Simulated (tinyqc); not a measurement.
Valley splitting in a one-orbital chain of atomic planes (second-neighbour model): one step. Levels and the valley doublet. Three cases, with inputs chosen for the exercise.

Problem. Diagonalise H. The two lowest levels are the doublet made from the valleys at +k0 and -k0; give their splitting, the weights of the lowest state, and its parity under reversal of the planes.

Give: levels; splitting; weights on the planes; parity of the lowest state.

Case 1.

H (eV):
```
[[1.318391, 0.468245, 0.614603, 0, 0, 0, 0, 0, 0, 0, 0],
 [0.468245, 1.318391, 0.468245, 0.614603, 0, 0, 0, 0, 0, 0, 0],
 [0.614603, 0.468245, 1.318391, 0.468245, 0.614603, 0, 0, 0, 0, 0, 0],
 [0, 0.614603, 0.468245, 1.318391, 0.468245, 0.614603, 0, 0, 0, 0, 0],
 [0, 0, 0.614603, 0.468245, 1.318391, 0.468245, 0.614603, 0, 0, 0, 0],
 [0, 0, 0, 0.614603, 0.468245, 1.318391, 0.468245, 0.614603, 0, 0, 0],
 [0, 0, 0, 0, 0.614603, 0.468245, 1.318391, 0.468245, 0.614603, 0, 0],
 [0, 0, 0, 0, 0, 0.614603, 0.468245, 1.318391, 0.468245, 0.614603, 0],
 [0, 0, 0, 0, 0, 0, 0.614603, 0.468245, 1.318391, 0.468245, 0.614603],
 [0, 0, 0, 0, 0, 0, 0, 0.614603, 0.468245, 1.318391, 0.468245],
 [0, 0, 0, 0, 0, 0, 0, 0, 0.614603, 0.468245, 1.318391]]
```

Solution.

levels (eV): [0.1196, 0.1547, 0.4450, 0.5840, 0.8953, 1.1331, 1.4314, 1.4960, 2.1243, 2.8131, 3.3058]

splitting = 35.13 meV

weights on the planes: [0.045, 0.043, 0.066, 0.191, 0.013, 0.287, 0.013, 0.191, 0.066, 0.043, 0.045]

parity of the lowest state: even

The mean of the doublet lies 0.1372 eV above the bulk minimum, and level 3 lies 0.3078 eV above that mean; the weights oscillate from plane to plane because the two valleys interfere.

Case 2.

H (eV):
```
[[1.301351, 0.605442, 0.570337, 0, 0, 0, 0, 0, 0, 0],
 [0.605442, 1.301351, 0.605442, 0.570337, 0, 0, 0, 0, 0, 0],
 [0.570337, 0.605442, 1.301351, 0.605442, 0.570337, 0, 0, 0, 0, 0],
 [0, 0.570337, 0.605442, 1.301351, 0.605442, 0.570337, 0, 0, 0, 0],
 [0, 0, 0.570337, 0.605442, 1.301351, 0.605442, 0.570337, 0, 0, 0],
 [0, 0, 0, 0.570337, 0.605442, 1.301351, 0.605442, 0.570337, 0, 0],
 [0, 0, 0, 0, 0.570337, 0.605442, 1.301351, 0.605442, 0.570337, 0],
 [0, 0, 0, 0, 0, 0.570337, 0.605442, 1.301351, 0.605442, 0.570337],
 [0, 0, 0, 0, 0, 0, 0.570337, 0.605442, 1.301351, 0.605442],
 [0, 0, 0, 0, 0, 0, 0, 0.570337, 0.605442, 1.301351]]
```

Solution.

levels (eV): [0.1368, 0.1461, 0.4789, 0.5673, 0.8771, 1.0949, 1.3096, 2.0871, 2.8718, 3.4438]

splitting = 9.30 meV

weights on the planes: [0.032, 0.109, 0.000, 0.251, 0.107, 0.107, 0.251, 0.000, 0.109, 0.032]

parity of the lowest state: even

The mean of the doublet lies 0.1415 eV above the bulk minimum, and level 3 lies 0.3374 eV above that mean; the weights oscillate from plane to plane because the two valleys interfere.

Case 3.

H (eV):
```
[[1.488445, 0.756906, 0.630671, 0, 0, 0, 0],
 [0.756906, 1.488445, 0.756906, 0.630671, 0, 0, 0],
 [0.630671, 0.756906, 1.488445, 0.756906, 0.630671, 0, 0],
 [0, 0.630671, 0.756906, 1.488445, 0.756906, 0.630671, 0],
 [0, 0, 0.630671, 0.756906, 1.488445, 0.756906, 0.630671],
 [0, 0, 0, 0.630671, 0.756906, 1.488445, 0.756906],
 [0, 0, 0, 0, 0.630671, 0.756906, 1.488445]]
```

Solution.

levels (eV): [0.2161, 0.3340, 0.7465, 1.0019, 1.5307, 2.7541, 3.8358]

splitting = 117.99 meV

weights on the planes: [0.110, 0.149, 0.043, 0.395, 0.043, 0.149, 0.110]

parity of the lowest state: even

The mean of the doublet lies 0.2751 eV above the bulk minimum, and level 3 lies 0.4715 eV above that mean; the weights oscillate from plane to plane because the two valleys interfere.

Computed by tinyqc, one run a case: `OMP_NUM_THREADS=1 python tinyqc.py N N+1 out.jsonl` with N = 1480573, 1481170, 1481211; one thread of a shared Intel(R) Xeon(R) Processor @ 2.30GHz, about 0.02 s a run at most.
